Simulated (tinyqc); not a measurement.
What each parameter does: Weaire-Thorpe hybrids on a Bethe lattice: gap and dangling bond of an amorphous tetrahedral solid.

Four sp3 hybrids an atom at energy 0, coupled by -V1 on the atom and by -V2 along a bond; the bonds form a tree (no rings). For any network the gap runs at least from -V2 + V1 to V2 - 3 V1, and p-like states pile up at -V2 + V1 and V2 + V1. On the tree the gap is wider: it ends at Ec = -V1 + sqrt(V2^2 + 4 V1^2 - 2 sqrt3 V1 V2), which makes it well wider than the gaps of the real glasses. A branch seen from a hybrid has the self-energy S = V2^2 g, where g is the Green function of the hybrid across the bond, whose three partners carry S themselves. With a = z - V1, b = a - S: g = 1/(a + V1 b/(b + 3 V1)), z = E + i eta. A full atom has G = (1/b)(b + 3 V1)/(b + 4 V1) per hybrid; a dangling hybrid with shift dh has G = 1/(1/g - dh).

Inputs chosen for the exercise (out of a larger set: of the size of tabulated hybrid energies for amorphous germanium; not measured data): V1 = 1.87 eV (coupling of two hybrids on one atom); V2 = 4.2 eV (coupling of the two hybrids of a bond); dh = -1.04 eV (shift of the dangling hybrid (rehybridisation)).

Ev = -V2 + V1, conduction edge of the tree -V1 + sqrt(V2^2 + 4 V1^2 - 2 sqrt3 V1 V2), and the level that solves 1/g(E) = dh for eta = 0.

Results for these values:

| case | Ev (eV) | Ec (eV) | level (eV) | weight |
|---|---|---|---|---|
| base | -2.3300 | 0.2325 | -0.5202 | 0.565 |

What happens to each result for V2 = 4.35 eV, all else kept?

Answer: Ev falls from -2.3300 to -2.4800; Ec rises from 0.2325 to 0.3052; level falls from -0.5202 to -0.5494; weight rises from 0.565 to 0.585.

The same for each parameter in turn:

| case | Ev (eV) | Ec (eV) | level (eV) | weight |
|---|---|---|---|---|
| base | -2.3300 | 0.2325 | -0.5202 | 0.565 |
| V1 = 1.79 eV | -2.4100 | 0.3108 | -0.5590 | 0.593 |
| V2 = 4.35 eV | -2.4800 | 0.3052 | -0.5494 | 0.585 |
| dh = -1.14 eV | -2.3300 | 0.2325 | -0.5771 | 0.573 |

Computed by tinyqc, a small Python program: `OMP_NUM_THREADS=1 python tinyqc.py 1451084 1451085 out.jsonl` (the numbers bound the seed that draws the inputs); one thread of a shared host (Intel(R) Xeon(R) Processor @ 2.30GHz), about 0.02 s for the whole set of steps.
